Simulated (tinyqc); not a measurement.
Bloch-Grueneisen resistivity of a metal: one step, computed by the program tinyqc.

Electrons scatter from a Debye spectrum of phonons (n = 5 for scattering within one band, n = 3 for scattering into a second, heavy band) and from static defects.

Task: Total resistivity and derived numbers. J_n(y) = int_0^y x^n e^x/(e^x - 1)^2 dx, by 96 Gauss-Legendre points (upper limit at most 60). rho_ph = (n - 1) rho_1 (T/Theta)^n J_n(Theta/T), with rho_1 = 2 pi lambda_tr k_B Theta/(hbar eps_0 w_p^2), the high-temperature line at T = Theta. Matthiessen's rule: rho = rho_0 + rho_ph. Temperature coefficient (1/rho) d rho/dT by a central difference of +/- 0.5 K; residual ratio rho(295 K)/rho(4.2 K); scattering time tau = 1/(eps_0 w_p^2 rho); Wiedemann-Franz kappa = L_0 T/rho, L_0 = (pi^2/3)(k_B/e)^2.

Inputs (values chosen for the exercise, modelled on copper):

| quantity | value | unit |
|---|---|---|
| exponent n | 5 | - |
| Debye temperature Theta | 346 | K |
| transport coupling lambda_tr | 0.13 | - |
| Drude plasma energy hbar w_p | 9.3 | eV |
| residual resistivity rho_0 | 0.17 | microohm cm |
| temperature T | 373 | K |

Addition: none.

Constants: k_B = 1.380649e-23 J/K; hbar = 1.054571817e-34 J s; eps_0 = 8.8541878128e-12 F/m; hbar = 6.582119569e-16 eV s; k_B = 8.617333262e-05 eV/K.

Give: resistivity rho; temperature coefficient; residual resistance ratio; scattering time; Wiedemann-Franz conductivity.

Result:

resistivity rho = 2.322 microohm cm

temperature coefficient = 2.718 1e-3/K

residual resistance ratio = 10.74

scattering time = 24.36 fs

Wiedemann-Franz conductivity = 392.4 W/(m K)
